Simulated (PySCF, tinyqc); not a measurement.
Worked calculation: MP2 on RHF in the sto-3g basis, for H3+, spin multiplicity 1. The lowest restricted solution is unstable here: a spin-polarised one lies 0.0043 hartree lower (PySCF). One step of it, computed by the program tinyqc.

Task: Iteration 9 (converged): orbitals. Diagonalise F' = X^T F X, C = X C', fill 1 alpha and 1 beta electrons from the bottom; D = 2 C_occ C_occ^T. Each column has its largest component positive (the first on a tie).

converged F (hartree):
```
           1H 1s      2H 1s      3H 1s
1H 1s  -0.642355  -0.517646  -0.480365
2H 1s  -0.517646  -0.498236  -0.199225
3H 1s  -0.480365  -0.199225  -0.489330
```

X:
```
           1H 1s      2H 1s      3H 1s
1H 1s   1.128800  -0.229165  -0.207531
2H 1s  -0.229165   1.068887   0.015811
3H 1s  -0.207531   0.015811   1.056876
```

Give: F' = X^T F X; orbital energies; coefficients C; D after iteration 9.

Result:

F' = X^T F X (hartree):
```
         1        2        3
1  -0.3918  -0.3484  -0.3191
2  -0.3484  -0.3528  -0.0376
3  -0.3191  -0.0376  -0.3669
```

orbital energies (hartree): MO1 -0.8668, MO2 -0.3230, MO3 0.0784

coefficients C:
```
          MO1      MO2      MO3
1H 1s  0.5768  -0.0246   1.0181
2H 1s  0.3952  -0.7023  -0.7388
3H 1s  0.3783   0.7756  -0.6447
```

D after iteration 9:
```
        1H 1s   2H 1s   3H 1s
1H 1s  0.6654  0.4559  0.4364
2H 1s  0.4559  0.3124  0.2991
3H 1s  0.4364  0.2991  0.2863
```
